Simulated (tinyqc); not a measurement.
Memristor with linear dopant drift, Biolek window: one step of the calculation.

A film of thickness D has a doped share x: R = Ron x + Roff (1 - x), i = v/R, dx/dt = k i F with k = mv Ron/D^2 and F = 1 - x^(2 p) for i >= 0 and 1 - (x - 1)^(2 p) for i < 0. The drive is v = V0 sin(2 pi f t). The model has no threshold and no heating.

Problem. Rate constant, charge and flux scales. k = mv Ron/D^2; R0 = R(x0); without a window the film fills (x = 1) after the charge (1 - x0)/k and the flux (R0^2 - Ron^2)/(2 k (Roff - Ron)); half a period supplies the flux V0/(pi f).

Parameters, values chosen for the exercise: resistance of the fully doped film Ron = 50 ohm; resistance of the undoped film Roff = 16000 ohm; film thickness D = 5 nm; dopant mobility mv = 3.2e-14 m^2/(V s); doped share at t = 0 x0 = 0.27; amplitude V0 = 0.9 V; frequency f = 11 Hz.

Give: k; R0; charge to fill; flux to fill; flux of half a period.

Solution.

k = 64000 1/C
R0 = 11694 ohm
charge to fill = 11.406 uC
flux to fill = 0.066975 V s
flux of half a period = 0.026044 V s

Half a period supplies 38.9 % of the flux to fill.

Computed by the program tinyqc: `OMP_NUM_THREADS=1 python tinyqc.py 2880029 2880030 out.jsonl`, one thread of a shared Intel Xeon 2.30GHz, about 0.1 s for the whole run.
